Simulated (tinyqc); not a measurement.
Donors with valley-orbit split 1s states: sweeps and comparisons. A value that a table varies takes the place of the one given here.

Each donor binds at most one electron, in any of its states. For a site s, W_s = sum over its states of g exp(E/kT), and the ionised share is 1/(1 + W_s exp(eta)), eta = (EF - Ec)/kT; n = Nc F_1/2(eta); neutrality n + NA = ND x (mean ionised share); holes are neglected. Nc from N = 2 (m kB T/(4 pi c))^(3/2) with c = hbar^2/2m0, in 1/angstrom^3; times 1e24 for 1/cm^3, m = md. F_j(eta) = (1/Gamma(j + 1)) integral_0^infinity x^j dx/(1 + exp(x - eta)), which tends to exp(eta) for eta << 0.

Mobility (Caughey-Thomas form): mu = mu0 + (mu1 (T/300)^(-ga) - mu0)/(1 + ((ND + NA)/Nr)^de); rho = 1/(e n mu), e = 1.602176634e-19 C.

Constants: hbar^2/2m0 = 3.80998211 eV angstrom^2; kB = 8.617333262e-05 eV/K.

Inputs chosen for the exercise (near those of Sb in Si; not measured data): md = 1.075 m0 (density-of-states mass of the conduction band); E = (44.2, 34.5, 31.4) meV (binding energies of 1s(A1), 1s(T2), 1s(E)); g = (2, 6, 4) (their degeneracies with spin); ND = 4.6e+17 1/cm^3 (donors); NA = 0 1/cm^3 (compensating acceptors, all ionised); T = 250 K; mu0 = 70 cm^2/(V s) (mobility at heavy doping); mu1 = 1448 cm^2/(V s) (mobility at light doping and 300 K); Nr = 1.1e+17 1/cm^3 (reference doping); de = 0.72 (doping exponent); ga = 2.3 (temperature exponent).

## What the excited states change

The last columns keep only the ground state of each site (g = 2).

Results:
```
T (K)  effective degeneracy    eta  n (1/cm^3)  n, ground states only  ratio
40                     2.46  -7.40    8.28e+14               9.18e+14  0.902
60                     3.26  -5.72    8.20e+15               1.04e+16  0.786
80                     4.09  -5.00    2.59e+16               3.65e+16  0.708
110                    5.19  -4.53    6.65e+16               1.02e+17  0.651
150                    6.32  -4.33    1.30e+17               2.03e+17  0.639
200                    7.32  -4.32    2.03e+17               3.03e+17  0.669
250                    8.03  -4.40    2.60e+17               3.63e+17  0.717
300                    8.56  -4.52    3.04e+17               3.97e+17  0.764
400                    9.29  -4.78    3.59e+17               4.29e+17  0.837
500                    9.76  -5.03    3.91e+17               4.42e+17  0.884
```

The effective degeneracy grows from 2.46 to 9.76. Excited states hold electrons back, so the ratio is never above 1; it is lowest, 0.639, at 150 K of those listed, and 0.764 at 300 K. At low T the excited states empty out, and at high T more donors are ionised (n is 85 % of ND - NA in the last row), so the effect is largest in between.

## Ionisation and resistivity against doping

NA = 0.

Results:
```
ND (1/cm^3)  n (1/cm^3)   n/ND  mu (cm^2/(V s))  rho (ohm cm)  rho at full ionisation
1.0e+14        1.00e+14  1.000             2189          28.5                    28.5
1.0e+15        9.97e+14  0.997             2132          2.94                    2.93
1.0e+16        9.72e+15  0.972             1880         0.341                   0.332
3.0e+16        2.77e+16  0.925             1601         0.141                   0.130
1.0e+17        8.08e+16  0.808             1173        0.0659                  0.0532
3.0e+17        1.92e+17  0.639              767        0.0424                  0.0271
1.0e+18        4.36e+17  0.436              431        0.0332                  0.0145
2.0e+18        6.69e+17  0.335              305        0.0306                  0.0102
```

From 1e16 to 1e18 1/cm^3 rho falls by a factor 10.3, not 100: the mobility takes a factor 4.36 and incomplete ionisation 2.23. n/ND is below 0.9 from 1e+17 1/cm^3 on. From a few times 1e18 1/cm^3 on, depending on the dopant, the levels merge with the band, and already below that screening lowers the binding energy, so the last rows understate n.

## Compensation sets the slope of the freeze-out

NA = K ND. The slope energy is -d ln(n T^(-p))/d(1/kT) between 30 and 36 K, with p = 3/4 for K = 0 and p = 3/2 otherwise.

Results:
```
K       n(30 K) (1/cm^3)  n(36 K) (1/cm^3)  slope energy (meV)
0               8.39e+13          3.86e+14               21.55
0.0010          1.48e+13          2.19e+14               37.54
0.010           1.52e+12          3.19e+13               43.00
0.050           2.91e+11          6.16e+12               43.10
0.20            6.13e+10          1.30e+12               43.10
0.50            1.53e+10          3.24e+11               43.11
```

Without acceptors the slope is 21.55 meV, against half the ground-state energy, 22.10; with K = 0.05 it is 43.10 meV, against the full 44.2. The full energy (less a few meV where excited levels lie within a few kT) shows where n is far below NA, since the acceptors then hold EF near the donor level: n(36 K)/NA is 0.48 for K = 0.001 and 0.00027 for K = 0.05; where it is not small, the slope falls short of the full energy.

## What moves the carrier density

All results formed anew. Each row changes one parameter from the base and keeps the others.

Results:
```
case                           eta  n (1/cm^3)  rho (ohm cm)
base                        -4.400   2.602e+17       0.03802
E = (49.2, 34.5, 31.4) meV  -4.419   2.553e+17       0.03875
md = 1.183 m0               -4.501   2.716e+17       0.03643
ND = 9.2e+17 1/cm^3         -3.933   4.137e+17       0.03354
NA = 4.6e+16 1/cm^3         -4.529   2.287e+17       0.04525
T = 280 K                   -4.469   2.877e+17       0.04356
Nr = 2.2e+17 1/cm^3         -4.400   2.602e+17       0.02791
```

The largest shifts from the base row, up to three for each result and ties (the steps differ in size, so this ranks the rows, not the parameters). eta: ND +0.466, NA -0.130, md -0.101; unchanged at the printed digits by Nr. n (1/cm^3): ND +1.53e+17, NA -3.15e+16, T +2.75e+16; unchanged at the printed digits by Nr. rho (ohm cm): Nr -0.0101, NA +0.00724, T +0.00554.

Program tinyqc; command `OMP_NUM_THREADS=1 python tinyqc.py 1650080 1650081 out.jsonl`; about 0.01 s on one thread of a shared Intel(R) Xeon(R) Processor @ 2.30GHz.
